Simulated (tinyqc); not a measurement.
A particle near a wafer in liquid: double-layer and van der Waals forces (DLVO), deposition barrier and removal: one step, computed by the program tinyqc.

Sphere and flat wall, Derjaguin approximation, constant potentials in the linear-superposition form, no retardation and no hydration force.

Problem. Energy and force at one gap. U(h) = Z R exp(-kappa h) - A R/(6 h); F(h) = -dU/dh = kappa Z R exp(-kappa h) - A R/(6 h^2), positive for repulsion.

Inputs (values chosen for the exercise, of the order of those for polymer latex on silicon in water):

| quantity | value | unit |
|---|---|---|
| particle radius R | 28 | nm |
| Hamaker constant A | 1.5e-20 | J |
| temperature T | 293 | K |
| gap h | 1.7 | nm |

Z = 13.52722 pN

kappa = 0.04277483 1/nm

Constants: k_B = 1.380649e-23 J/K.

Give: double-layer energy; van der Waals energy; U(h); F(h).

Solution.

double-layer energy = 87.063 k_B T

van der Waals energy = -10.179 k_B T

U(h) = 76.884 k_B T

F(h) = -9.1563 pN

Caution: kappa R is not large, so the Derjaguin approximation is only rough at gaps of the order of the Debye length. Caution: for kappa h below 1 linear superposition is only rough, and charge regulation matters.
